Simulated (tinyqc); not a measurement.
Hall effect and magnetoresistance of several carrier groups with constant relaxation times: one step, computed by the program tinyqc.

Group 1 has charge +e and group 2 charge +e; s_i is that sign. B lies along z; mu B is formed with mu in m^2/(V s).

Task: Conductivity of each group. sigma_xx = sum n_i e mu_i/(1 + mu_i^2 B^2); sigma_xy = sum s_i n_i e mu_i^2 B/(1 + mu_i^2 B^2).

Inputs (values chosen for the exercise, for a model conductor): density n1 = 1.6e+10 1/cm^2; mobility mu1 = 11000 cm^2/(V s); density n2 = 2.5e+10 1/cm^2; mobility mu2 = 3800 cm^2/(V s); magnetic field B = 0.85 T.

Carriers: light and heavy holes. Densities: per area (a thin layer).

Constants: e = 1.602176634e-19 C.

Give: Parts (S); sigma_xx; sigma_xy; sigma at B = 0.

Result:

Parts (S):
```
group     mu B   sigma_xx   sigma_xy
group 1  0.935  1.505e-05  1.407e-05
group 2  0.323  1.378e-05  4.452e-06
```

sigma_xx = 2.883e-05 S

sigma_xy = 1.852e-05 S

sigma at B = 0 = 4.342e-05 S
